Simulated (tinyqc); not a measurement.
# From momentum relaxation time tau_m back to acoustic deformation potential D_A

Model: scattering rates of a carrier in a spherical band by Fermi's golden rule. Computed by tinyqc, a small Python program. Command: `OMP_NUM_THREADS=1 python tinyqc.py 3021382 3021383 out.jsonl scatter inv`. One thread of a shared host (Intel(R) Xeon(R) Processor @ 2.30GHz), about 0.01 s of CPU time with the checks.

All processes here are isotropic or elastic, and the rate listed is the momentum relaxation rate.

Inputs (values chosen for the exercise, modelled on holes in germanium):

| quantity | value | unit |
|---|---|---|
| density-of-states mass of one valley m | 0.309 | m_0 |
| non-parabolicity alpha | 0.29 | 1/eV |
| static permittivity eps_s | 16 | - |
| density rho | 5323 | kg/m^3 |
| sound velocity v_l | 5310 | m/s |
| phonon energy hbar w | 35.7 | meV |
| optical or intervalley deformation potential D_o | 9 | 1e8 eV/cm |
| final valleys Z_f | 1 | - |
| ionised impurity density N_I | 6.2e+17 | 1/cm^3 |
| temperature T | 300 | K |
| carrier energy E | 16 | meV |

Crystal: non-polar. Band: Kane. Impurity formula: Brooks-Herring. Further scattering: none.

Constants: k_B = 1.380649e-23 J/K; e = 1.602176634e-19 C; hbar = 1.054571817e-34 J s; m_0 = 9.1093837015e-31 kg; hbar = 6.582119569e-16 eV s; k_B = 8.617333262e-05 eV/K; eps_0 = 8.8541878128e-12 F/m.

Method:
- Kane band: hbar^2 k^2/(2 m) = E (1 + alpha E), speed v = hbar k/(m (1 + 2 alpha E)), states per spin, volume and energy g(E) = m k (1 + 2 alpha E)/(2 pi^2 hbar^2); overlap factors are set to 1. Masses are multiplied by m_0 and all formulas are in SI units.
- Phonon occupation N_q = 1/(exp(hbar w/(k_B T)) - 1).
- Acoustic deformation potential (elastic, equipartition, absorption and emission together): 1/tau = 2 pi k_B T D_A^2 g(E)/(hbar rho v_l^2).
- Optical or intervalley deformation potential: 1/tau = (pi Z_f D_o^2/(rho w)) [N_q g(E + hbar w) + (N_q + 1) g(E - hbar w)], with g = 0 below the band edge.
- Singly charged impurities, momentum relaxation: 1/tau = N_I e^4 m (1 + 2 alpha E) Phi/(8 pi (eps_s eps_0)^2 hbar^3 k^3), with alpha = 0 for a parabolic band.
- Brooks-Herring: Phi = ln(1 + b) - b/(1 + b), b = 4 k^2 L_s^2.
- Debye screening by free carriers of density N_I: L_s = sqrt(eps_s eps_0 k_B T/(e^2 N_I)).
- Rates add: 1/tau_m is the sum, and the mean free path is v tau_m.

Problem. A run gave the result below. Find the acoustic deformation potential D_A, known to lie between 4.3 and 6.7 eV.

momentum relaxation time tau_m = 103.3065 fs

Solution.

Each step takes the trial c = (a f_b - b f_a)/(f_b - f_a), f being the result less the target and a, b, c the logarithms of the listed values; c replaces end b, the old b replaces a if the sign of f changed, and otherwise f_a is halved.

Scan of the range:

| acoustic deformation potential D_A (eV) | momentum relaxation time tau_m (fs) |
|---|---|
| 4.30 | 104.271 |
| 4.63 | 103.643 |
| 4.99 | 102.914 |
| 5.37 | 102.099 |
| 5.78 | 101.167 |
| 6.22 | 100.113 |
| 6.70 | 98.902 |

False position (Illinois rule, in the logarithm of the input) inside the bracket:

| step | end a | end b | trial | momentum relaxation time tau_m (fs) |
|---|---|---|---|---|
| 1 | 4.63000 | 4.99000 | 4.79292 | 103.319 |
| 2 | 4.99000 | 4.79292 | 4.79878 | 103.307 |
| 3 | 4.99000 | 4.79878 | 4.79918 | 103.306 |
| 4 | 4.79878 | 4.79918 | 4.79899 | 103.307 |

Momentum relaxation time tau_m falls at every point of a 13-point scan of the range (every second point is shown), so one value fits; it is bracketed by 4.63 and 4.99. Answer: acoustic deformation potential D_A = 4.799 eV.
